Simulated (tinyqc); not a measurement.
Heavy doping: gap narrowing, degeneracy and the minority density: sweeps and comparisons. A value that a table varies takes the place of the one given here.

F_j(eta) = (1/Gamma(j + 1)) integral_0^infinity x^j dx/(1 + exp(x - eta)), which tends to exp(eta) for eta << 0.

Empirical narrowing (Slotboom form, constants chosen for the exercise; published fits of this form give the apparent narrowing, here it is taken as the true one): dEg = E0 [ln(N/N0) + sqrt(ln(N/N0)^2 + C)].

Majority: N = Nc F_1/2(eta), eta the distance of EF beyond the majority band edge in kT. Degeneracy factor gam = F_1/2(eta)/exp(eta). ni0^2 = Nc Nv exp(-Eg/kT); product n p = ni0^2 gam exp(dEg/kT), dEg the true narrowing; apparent narrowing dEa = dEg + kT ln gam; minority density = n p/N.

Bipolar transistor with N as emitter doping: beta = K (N/NB) exp((dEa_B + dG - dEa_E)/kT), dEa_E = dEg(N) + kT ln gam, dEa_B = dEg(NB). For the sweep in T, Nc is scaled as (T/T0)^(3/2) from its value at T0 = T.

Constants: kB = 8.617333262e-05 eV/K.

Values chosen for the exercise (gap and densities of states near those of Si at this temperature; narrowing constants near the fits for Si; the results hold for these values, not for the real material): Eg = 1.115 eV (gap); Nc = 2.69e+19 1/cm^3 (conduction-band density of states); Nv = 1.1e+19 1/cm^3 (valence-band density of states); T = 300 K; E0 = 7.44 meV (narrowing scale); N0 = 1.3e+17 1/cm^3 (onset density); C = 0.5 (smoothing constant); N = 3.8e+19 1/cm^3 (ionised donors, equal to the majority density); NB = 3e+17 1/cm^3 (base doping); K = 2.1 (ratio (D_B W_E)/(D_E W_B)); dG = 50 meV (extra narrowing of the base by alloying).

## Narrowing against degeneracy

N takes the values listed; the last column is N over the factor gam exp(dEg/kT), the doping that a simple model would need to give the same minority density.

Results:
```
N (1/cm^3)    eta      gam  dEg (meV)  dEa (meV)  minority (1/cm^3)  effective doping (1/cm^3)
8.0e+16     -5.82    0.999        2.8        2.7                764                   7.19e+16
3.0e+17     -4.49    0.996       14.4       14.3                318                   1.73e+17
8.0e+17     -3.50    0.990       28.0       27.8                201                   2.73e+17
3.0e+18     -2.15    0.961       47.3       46.3                110                   5.01e+17
8.0e+18     -1.11    0.901       61.7       59.0               67.4                   8.15e+17
3.0e+19      0.50    0.678       81.3       71.3               28.8                   1.90e+18
8.0e+19      2.10    0.364       95.9       69.7               10.2                   5.40e+18
2.0e+20      4.41   0.0903      109.5       47.3               1.71                   3.21e+19
5.0e+20      8.38  0.00425      123.1      -18.1             0.0545                   1.01e+21
```

dEg grows steadily to 123.1 meV, while the apparent value peaks at 71.3 meV for N = 3e+19 and falls to -18.1 meV as the Fermi level enters the band (a negative value is not met in measurements: parabolic bands with a fixed mass overstate the filling). N grows by a factor 38 from the third to the sixth row and the effective doping by 7.0: net of degeneracy, narrowing takes away 81 % of the factor gained by heavier doping.

## Current gain against temperature

Gain:
```
T (K)  beta  beta with dG = 0  without narrowing
150     209              4.37                266
200     197              10.8                266
250     195              19.2                266
300     197              28.5                266
350     200              38.0                266
400     203              47.5                266
450     205              56.6                266
```

dEa_B + dG - dEa_E at T0 = -7.8 meV

beta is 209 at 150 K and 205 at 450 K, not steadily; degeneracy of the emitter changes with T, and at T0 the net exponent is negative: the emitter has the larger apparent narrowing. At 300 K narrowing and degeneracy change the gain by a factor 0.107 and alloying the base by 6.92.

## What moves the minority density and the gain

All results formed anew. Each row changes one parameter from the base and keeps the others.

Results:
```
case                 dEg (meV)  dEa (meV)  minority (1/cm^3)  beta
base                     84.81      72.15               23.6   197
N = 7.6e+19 1/cm^3       95.09      70.21               10.9   424
E0 = 8.928 meV          101.77      89.11               45.4   114
N0 = 2.6e+17 1/cm^3      74.54      61.88               15.8   215
Eg = 1.135 eV            84.81      72.15               10.9   197
Nc = 3.5e+19 1/cm^3      84.81      75.03               34.3   176
NB = 6e+17 1/cm^3        84.81      72.15               23.6   142
```

The largest shifts from the base row, up to three for each result and ties (the steps differ in size, so this ranks the rows, not the parameters). dEg (meV): E0 +16.96, N +10.28, N0 -10.27; unchanged at the printed digits by Eg, Nc and NB. dEa (meV): E0 +16.96, N0 -10.27, Nc +2.89; unchanged at the printed digits by Eg and NB. minority (1/cm^3): E0 +21.8, Eg -12.7, N -12.6; unchanged at the printed digits by NB. beta: N +228, E0 -82.7, NB -54.5; unchanged at the printed digits by Eg.

(tinyqc, `OMP_NUM_THREADS=1 python tinyqc.py 1650515 1650516 out.jsonl`, Intel(R) Xeon(R) Processor @ 2.30GHz, 1 thread, shared host, about 0.01 s.)
